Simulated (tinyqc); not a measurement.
Microkinetic model of low-temperature epitaxy from hydride gases: adsorption, hydrogen desorption and rate control: one step, computed by the program tinyqc. Command: `OMP_NUM_THREADS=1 python tinyqc.py 3017187 3017188 out.jsonl hepi walk`. One thread of a shared host (Intel(R) Xeon(R) Processor @ 2.30GHz), about 0.01 s of CPU time with the checks.

Each hydride molecule needs two free sites and leaves four hydrogen atoms, of which two leave at once as H2; theta is the hydrogen coverage, the site density is 6.78 per nm^2 and one layer is 1.358 angstrom thick.

Question. Degrees of rate control. With k the hydride and k_H the hydrogen adsorption rate on free pairs and k_d the desorption rate, steady state: 2 (k + k_H)(1 - theta)^2 = k_d theta^2; growth rate R = k (1 - theta)^2 layers/s; 1 layer/s = 8.148 nm/min. X_i = d ln R/d ln k_i at fixed other constants. With f = 1 - theta and a = 2/f + 2/theta: d ln f/d ln k_d = 1/(a f), so X_d = 2/(a f), X_k = 1 - X_d k/(k + k_H), X_H = -X_d k_H/(k + k_H); they sum to 1.

Inputs (values chosen for the exercise, close to those used for silane and germane, with second-order desorption as on Si(111) but the site density of Si(001)): temperature T = 640 C.

Film: silicon-germanium. Order of hydrogen desorption: second.

hydrogen coverage theta = 0.1456006

k = 0.4479869 1/s

k_H = 0 1/s

Give: X_d (desorption); X_k (hydride adsorption); X_H (hydrogen adsorption).

Answer.

X_d (desorption) = 0.14560

X_k (hydride adsorption) = 0.85440

X_H (hydrogen adsorption) = 0
